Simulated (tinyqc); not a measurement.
Inside a calculation. Model: Koster-Slater impurity in a tight-binding band, by Green functions and by supercells. Computed by tinyqc, a small Python program that keeps every step. Command: `OMP_NUM_THREADS=1 python tinyqc.py 3008123 3008124 out.jsonl kosterslater walk`. One thread of a shared host (Intel(R) Xeon(R) Processor @ 2.30GHz), about 0.04 s of CPU time with the checks. Intermediate numbers are printed to about 6 digits and carried at full precision; extremes and crossings named in words are read from the listed rows.

One orbital per site, e(k) = -2 t sum cos(k_i) over 3 direction(s), band from -6 t to 6 t, lattice constant 1. One site has the extra energy U. Spin is left out.

Inputs (values chosen for the exercise, for a model band):
```
quantity                   value      unit
hopping t                   0.51        eV
impurity potential U       -4.54        eV
supercell edge N               4     sites
energy inside the band E  -0.562        eV
broadening eta             0.041        eV
impurity concentration c    0.01  per site
```

Lattice: simple cubic.

Constants: hbar = 6.582119569e-16 eV s.

## The host Green function outside the band

Outside the band G0(E) = (1/pi) int_0^pi dk (2/(pi z)) K(16 t^2/z^2), z = E + 2 t cos k, K the complete elliptic integral with parameter m; 200 Gauss-Legendre points. A bound state solves 1/U = G0(E). Energies: 0.05, 0.2, 0.5, 1, 2, 4 and 8 t beyond the band edge on the side of U, rounded to four digits.

Scan on the side of U:
```
E (eV)  G0 (1/eV)  1/U - G0 (1/eV)
-3.086  -0.459332         0.239067
-3.162  -0.422763         0.202498
-3.315  -0.380142         0.159878
-3.570  -0.334360         0.114096
-4.080  -0.276336         0.056072
-5.100  -0.210092        -0.010172
-7.140  -0.144711        -0.075553
```

G0 stays finite at the band edge, 0.252731/t in size, so binding needs |U| > 3.957 t.

## The bound state

Bisection in ln(distance from the edge) between 1e-5 t and |U| + t. Weight on the impurity site: -1/(U^2 dG0/dE), by a central difference with step min(1e-4 t, distance/30). Decay length along an axis: 1/arccosh(1 + distance/(2 t)).

level E_b = -4.89806 eV

distance from the band edge = 1.83806 eV

weight on the impurity site = 0.914198

decay length = 0.591713 sites

The state is compact: most of it sits on the impurity.

## Green function inside the band

Inside the band G0(z), z = E + i eta, comes from the chain form 1/(sqrt(y - 2t) sqrt(y + 2t)) (principal roots) at y = z + 2 t cos k + 2 t cos k', averaged over k and k' in (0, pi) with 200 Gauss-Legendre points each.

G0(E + i eta) = -0.214332-0.864223i 1/eV

## Scattering

T = U/(1 - U G0); phase shift delta = -arg(1 - U G0) in (-pi, pi]; host density of states -Im G0/pi; on the impurity -Im[G0/(1 - U G0)]/pi; lifetime of a band state hbar/(-2 c Im T).

T matrix = -0.00794-1.15705i eV

phase shift delta = 1.56393 rad

host density of states = 0.275091 1/eV

density of states on the impurity = 0.0178687 1/eV

scattering lifetime = 28.4434 fs

The Born approximation would take Im T = U^2 Im G0 = -17.8 eV, 15.4 times the full value.

## The level in the supercell

In a periodic cell of N sites along each direction with Bloch vector K, the level solves 1/U = N^-d sum_k 1/(E - e(k)), k_i = (2 pi m_i + K_i)/N, m_i = 0..N-1; the outermost root on the side of U is taken (bisection). d is the number of directions. Gamma means K_i = 0, the zone corner K_i = pi, the quarter point K_i = pi/2. The error is measured against the isolated level E_b.

level at Gamma = -4.90469 eV

level at the corner = -4.89175 eV

level at the quarter point = -4.89806 eV

error at Gamma = -0.00662295 eV

width between Gamma and the corner = 0.0129396 eV

Images turn the level into a band 0.0129 eV wide; the quarter point misses the isolated level by 3.4e-6 eV, far less than Gamma, because the leading hopping between images averages out there.

## Convergence with cell size

Even N; errors against the isolated level E_b, set to 0 below 1e-6 t.

Error of the level (eV):
```
N   sites         Gamma       corner  quarter point
2       8  -3.57368e-01  3.58064e-01    6.31660e-03
4      64  -6.62295e-03  6.31660e-03    3.35815e-06
6     216  -1.39312e-04  1.37671e-04              0
8     512  -3.36640e-06  3.35815e-06              0
10   1000             0            0              0
12   1728             0            0              0
```

The error at Gamma falls exponentially, between the last two resolved rows by exp(-1.861) per site against 1/(decay length) = 1.690; the rest is the power-law prefactor of the Green function. Gamma and the corner err in opposite directions. Among the sizes listed an error below 1 meV is first reached at N = 6 at Gamma; at the quarter point N = 4 is enough.

## Phase shift across the band

delta/pi = -arg(1 - U G0)/pi counts the states added below E (Friedel); host DOS = -Im G0/pi, DOS on the impurity = -Im[G0/(1 - U G0)]/pi; 13 evenly spaced energies from -(band edge + |U| + 2t) to +(band edge + |U| + 2t).

Across the spectrum:
```
E (eV)    Re G0 (1/eV)  host DOS (1/eV)  DOS on the impurity (1/eV)  delta/pi
-8.62000     -0.118581         0.000188                   0.0008811  0.001847
-7.18333     -0.143772         0.000279                   0.0023152  0.003651
-5.74667     -0.183392         0.000466                   0.0165871  0.012619
-4.31000     -0.257387         0.000986                   0.0344871  0.973489
-2.87333     -0.492636         0.032285                   0.0185426  0.886530
-1.43667     -0.576090         0.157703                   0.0205637  0.698255
0.00000       0.000000         0.275136                   0.0167771  0.420576
1.43667       0.576090         0.157703                   0.0086981  0.177151
2.87333       0.492636         0.032285                   0.0030209  0.044985
4.31000       0.257387         0.000986                   0.0002098  0.002065
5.74667       0.183392         0.000466                   0.0001386  0.001153
7.18333       0.143772         0.000279                   0.0001022  0.000767
8.62000       0.118581         0.000188                   0.0000793  0.000554
```

delta/pi starts and ends near zero (+0.002 and +0.001): the impurity moves states but creates none. delta/pi rises at the bound state below the band (-4.898 eV), reaches 0.97 among these rows (1 in the limit of small eta, just above the level) and is paid back by the top of the band.

Checks made by the program: G0 at the level by a direct sum over directions (relative difference below 1e-10).
